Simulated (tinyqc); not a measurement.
Worked calculation: WKB tunnelling through a gate dielectric with a two-band (Franz) dispersion. Values are carried at full precision from step to step, so a last printed digit may differ when a step is redone from the rounded ones.

Constants: hbar^2/2m0 = 3.80998211 eV angstrom^2.

Parameters, chosen for this exercise (of the size used for AlN on silicon; shifted at random, so the results belong to these values and not to a real crystal):

| symbol | value | unit | meaning |
|---|---|---|---|
| phi | 1.71 | eV | barrier above the electron energy at the emitter |
| t | 41 | angstrom | thickness |
| V | 4.4 | V | voltage across the layer |
| Eg | 6.13 | eV | gap of the dielectric |
| m | 0.38 | m0 | mass at the conduction edge |

## Shape of the barrier

Field V/t (1 V/angstrom = 100 MV/cm), the end of the forbidden region x_e = min(t, phi t/V), and u there.

field = 10.73 MV/cm
x_e = 15.9341 angstrom
u(x_e) = 0.000 eV

V >= phi: a triangle, Fowler-Nordheim tunnelling into the conduction band of the dielectric.

## Decay constant through the layer

At depth x the conduction edge lies u(x) = phi - V x/t above the electron. Parabolic: kappa = sqrt(m u/c). Franz: kappa = sqrt(m u (1 - u/Eg)/c), which vanishes at both band edges. c = hbar^2/2m0. T = exp(-2 integral of kappa dx) over the region u > 0; no image force, no prefactor, zero transverse momentum. The region ends at x_e = min(t, phi t/V); x_e < t is the Fowler-Nordheim regime.

Nine points x = j x_e/8.

kappa (1/angstrom):

| x (angstrom) | u (eV) | parabolic | Franz |
|---|---|---|---|
| 0.000 | 1.7100 | 0.4130 | 0.3507 |
| 1.992 | 1.4963 | 0.3863 | 0.3359 |
| 3.984 | 1.2825 | 0.3577 | 0.3180 |
| 5.975 | 1.0688 | 0.3265 | 0.2967 |
| 7.967 | 0.8550 | 0.2920 | 0.2709 |
| 9.959 | 0.6412 | 0.2529 | 0.2393 |
| 11.951 | 0.4275 | 0.2065 | 0.1992 |
| 13.942 | 0.2137 | 0.1460 | 0.1434 |
| 15.934 | 0.0000 | 0.0000 | 0.0000 |

At the emitter the Franz value is 15.1 % below the parabolic one, the factor sqrt(1 - phi/Eg).

## The integrals by Simpson's rule

Weights 1, 4, 2, 4, 2, 4, 2, 4, 1 times a third of the spacing.

integral of kappa dx: parabolic 4.363, Franz 3.976

## The integrals in closed form

Parabolic: (2/3) sqrt(m/c) (t/V) (phi^(3/2) - u_e^(3/2)). Franz: sqrt(m/c) Eg^(3/2) (t/V) (f(phi/Eg) - f(u_e/Eg)) with f(y) = ((2y - 1) sqrt(y (1 - y)) + arcsin(sqrt y))/4. u_e = max(phi - V, 0). T = exp(-2 I).

integral of kappa dx: parabolic 4.3870, Franz 3.9992

T: parabolic 0.000155, Franz 0.000336

The two-band dispersion raises T by a factor 2.17.

## Checks

- Franz integral in closed form against adaptive quadrature: both 3.99922.

Program tinyqc; command `OMP_NUM_THREADS=1 python tinyqc.py 1480485 1480486 out.jsonl`; about 0.01 s on one thread of a shared Intel(R) Xeon(R) Processor @ 2.30GHz.
